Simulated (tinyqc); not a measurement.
sp3s* tight binding: one step. Levels at this k. The numbers come from values chosen for the exercise (near a published set for diamond, fitted to gaps, whose masses and valley positions are rough).

H(k) (eV), lower triangle (Hermitian):
```
              sa          xa           ya           za         s*a         sc        xc        yc
sa     -4.537000
xa             0    3.850000
ya             0           0     3.850000
za             0           0            0     3.850000
s*a            0           0            0            0   11.376000
sc     -4.967558  14.863212i            0            0           0  -4.537000
xc   -14.863212i    0.835925            0            0  -7.992758i          0  3.850000
yc             0           0     0.835925  -11.373334i           0          0         0  3.850000
zc             0           0  -11.373334i     0.835925           0          0         0         0
s*c            0   7.992758i            0            0           0          0         0         0

           zc        s*c
zc   3.850000
s*c         0  11.376000
```

Task: Diagonalise H, which belongs to k = (0.86, 0, 0) (2 pi/a). Four bands are filled (two electrons each); give the make-up of band 5, the lowest empty one.

Give: levels; weights of band 5; weight of band 5 on atom a.

Result:

levels (eV): -19.4953  -14.3811  -7.5540  -7.5540  6.2489  8.4733  15.2540  15.2540  19.8038  20.7285

weights of band 5: s 0.206, p 0.231, s* 0.563

weight of band 5 on atom a = 0.500

The vertical gap at this k is 13.8030 eV; band 5 is mostly s*-like.

tinyqc: `OMP_NUM_THREADS=1 python tinyqc.py 1450110 1450111 out.jsonl`; about 0.1 s, one thread, shared Intel(R) Xeon(R) Processor @ 2.30GHz.
